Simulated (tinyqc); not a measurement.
Tight binding, honeycomb lattice, step by step. One step of it, computed by the program tinyqc.

Problem. Levels at k. Diagonalise the Hermitian matrix.

H(k) at k (eV), order A, B:
$$\begin{pmatrix}
1.668318 & 1.428254+0.987189i \\
1.428254-0.987189i & -0.949271
\end{pmatrix}$$

Give: eigenvalues; weights |c|^2 of the basis functions.

Solution.

eigenvalues (eV): [-1.8147, 2.5338]

weights |c|^2 of the basis functions, order A, B:
$$\begin{pmatrix}
0.1990 & 0.8010 \\
0.8010 & 0.1990
\end{pmatrix}$$
